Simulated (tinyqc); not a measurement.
Inside a calculation. Model: configuration-coordinate model of a defect: Huang-Rhys factor and luminescence line shape. Computed by tinyqc, a small Python program that keeps every step. Command: `OMP_NUM_THREADS=1 python tinyqc.py 3029010 3029011 out.jsonl ccline walk`. One thread of a shared host (Intel(R) Xeon(R) Processor @ 2.30GHz), about 0.02 s of CPU time with the checks. Intermediate numbers are printed to about 7 digits and carried at full precision; extremes and crossings named in words are read from the listed rows.

Ground state E_g(Q) = (1/2) omega_g^2 Q^2; excited state E_e(Q) = E_0 + (1/2) omega_e^2 (Q - dQ)^2 with omega_e = omega_g and E_0 = E_ZPL. Q is mass-weighted; the dipole does not depend on Q (Condon approximation).

Inputs (values chosen for the exercise, for a model defect in a wide-gap host): zero-phonon energy E_ZPL = 2.84 eV; displacement dQ = 0.558 u^(1/2) angstrom; ground-state phonon hbar omega_g = 42.4 meV; temperature T = 50 K; refractive index n_r = 2.27; transition dipole mu = 0.61 e angstrom; quenching prefactor nu_0 = 2e+12 1/s.

Modes: equal frequencies in both states.

Constants: hbar^2/u = 4.18015928e-03 eV angstrom^2; k_B = 8.617333262e-05 eV/K; hbar = 6.582119569e-16 eV s; e = 1.602176634e-19 C; eps_0 = 8.8541878128e-12 F/m; hbar = 1.054571817e-34 J s; c = 299792458 m/s.

## Huang-Rhys factors and vertical energies

S = hbar omega dQ^2/(2 hbar^2/u) for each state; relaxation energy S hbar omega; absorption at E_0 + S_e hbar omega_e, emission at E_0 - S_g hbar omega_g; the Stokes shift is their difference.

S_g = 1.579107

S_e = 1.579107

relaxation energy, ground state = 0.06695412 eV

relaxation energy, excited state = 0.06695412 eV

vertical absorption energy = 2.906954 eV

vertical emission energy = 2.773046 eV

Stokes shift = 0.1339082 eV

The coupling is intermediate: phonon replicas can be resolved beside the zero-phonon line.

## Emission lines at zero temperature

From the lowest excited level the line to ground level n lies at E_ZPL - n hbar omega_g with Franck-Condon weight exp(-S) S^n/n!; the emitted intensity carries a further factor E^3. S = S_g; up to eleven lines, of positive energy only, from n = max(0, integer part of S - 5).

Lines:
```
n   energy (eV)        weight  intensity / largest
0        2.8400  2.061592e-01         6.625013e-01
1        2.7976  3.255474e-01         1.000000e+00
2        2.7552  2.570370e-01         7.541955e-01
3        2.7128  1.352963e-01         3.789379e-01
4        2.6704  5.341180e-02         1.426905e-01
5        2.6280  1.686858e-02         4.295203e-02
6        2.5856  4.439549e-03         1.076594e-02
7        2.5432  1.001503e-03         2.311121e-03
8        2.5008  1.976850e-04         4.337500e-04
9        2.4584  3.468507e-05         7.229848e-05
10       2.4160  5.477142e-06         1.083612e-05
```

The weight peaks at n = 1 and the intensity at n = 1.

## Band at temperature T

Overlaps <m_e|n_g> of harmonic-oscillator functions (Hermite recursion, positive leading coefficients) by a sum over an even grid (700 points from x = -9 to 9 + d for the small table, 1500 points from -16 to 16 + d for the thermal sums), with x = Q sqrt(omega_g/hbar), d = sqrt(2 S_g) and frequency ratio omega_e/omega_g. Initial levels m = 0..24 carry Boltzmann weights exp(-m hbar omega_e/k_B T), normalised; final levels n = 0..79; a line lies at E_ZPL + m hbar omega_e - n hbar omega_g with weight w_m <m|n>^2. Moments are taken over these weights without the E^3 factor; FWHM = 2 sqrt(2 ln 2) x standard deviation; the zero-phonon weight is the sum of w_m <m|m>^2.

mean emission energy = 2.773046 eV

FWHM from the second moment = 0.1254736 eV

zero-phonon weight = 0.2061519

skewness = -0.7956552

Caution: for small S the spectrum is a set of resolved lines, and a Gaussian width has little meaning.

## Crossing, radiative lifetime and thermal quenching

The curves cross at the root Q_c nearest dQ; the barrier is (1/2) omega_e^2 (Q_c - dQ)^2, with (1/2) omega^2 = (hbar omega)^2/(2 hbar^2/u). k_r = n_r omega^3 mu^2/(3 pi eps_0 hbar c^3) at the vertical emission energy, without local-field correction; k_nr = nu_0 exp(-barrier/k_B T) (Mott-Seitz); yield = k_r/(k_r + k_nr); T_1/2 = barrier/(k_B ln(nu_0/k_r)).

Q_c = 12.11337 u^(1/2) angstrom

classical barrier = 28.71289 eV

radiative lifetime = 14.62440 ns

luminescence yield = 1

quenching temperature T_1/2 = 32401.05 K

The barrier is so high that this route does not halve the yield below 1000 K. Caution: the curves cross far outside the range of the harmonic model, so the barrier and T_1/2 have no quantitative meaning.

## Width and zero-phonon weight against temperature

For comparison: FWHM(0) sqrt(coth(hbar omega_e/2 k_B T)) with FWHM(0) from the first row, and exp(-S_g coth(hbar omega_e/2 k_B T)).

Against temperature:
```
T (K)  mean energy (eV)  FWHM (eV)  coth law (eV)  zero-phonon weight  exp(-S coth)
25             2.773046  0.1254669      0.1254669           0.2061592     0.2061592
74             2.773046  0.1256295      0.1256295           0.2059819     0.2053165
150            2.773046  0.1302793      0.1302793           0.2011444     0.1822157
250            2.773046  0.1444135      0.1444135           0.1887513     0.1234360
390            2.773046  0.1678708      0.1678708           0.1731728     0.0591989
590            2.773046  0.1997892      0.1997892           0.1566539     0.0182421
840            2.773046  0.2351113      0.2351120           0.1412186     0.0039069
```

The width grows by a factor 1.87, flat while k_B T is well below hbar omega and as sqrt(T) above; for equal frequencies the coth law is exact. The mean energy stays fixed, as it must for equal frequencies. The zero-phonon weight goes from 0.206 to 0.141; the single exponential assumes equal frequencies, leaves out lines that absorb and emit the same number of phonons, and falls to 0.00391.

Checks made by the program: grid overlaps at equal frequencies against the Poisson weights (relative difference below 1e-10); width at T against the coth law (relative difference below 1e-10).
